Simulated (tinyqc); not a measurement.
# Error from band bending against le

In A the levels shift by pb (1 - z/W)^2 for z < W. The signal from depth z is weighted by exp(-z/le)/le, so the centroid shifts by pb [1 - 2/a + (2/a^2)(1 - exp(-a))], a = W/le, and the error of iA against its value at the interface is that less pb.

Inputs (values chosen for the exercise): band bending in A at the interface pb = -0.71 V; width of the bent region W = 14 nm.

Results:
```
le (nm)	a	centroid shift (eV)	error (meV)
0.5	28.00	-0.6611	48.90
3.4	4.118	-0.4475	262.5
4.8	2.917	-0.3810	329.0
6.2	2.258	-0.3305	379.5
7.7	1.818	-0.2888	421.2
9.1	1.538	-0.2581	451.9
10.6	1.321	-0.2316	478.4
12	1.167	-0.2112	498.8
```

Estimate the missing row, le = 1.9 nm.

Computed row:
```
le (nm)	a	centroid shift (eV)	error (meV)
1.9	7.368	-0.5434	166.6
```

With this row back in the table: The size of the error rises from 48.9 to 499 meV; for large a it is 2 |pb|/a. It is below 50 meV, a typical accuracy of the method, in 1 of the 9 rows. Heavily doped substrates and deep-probing photons need the correction.

Numbers from tinyqc (`OMP_NUM_THREADS=1 python tinyqc.py 2410118 2410119 out.jsonl`; about 0.01 s on one thread of a shared Intel Xeon 2.30GHz).
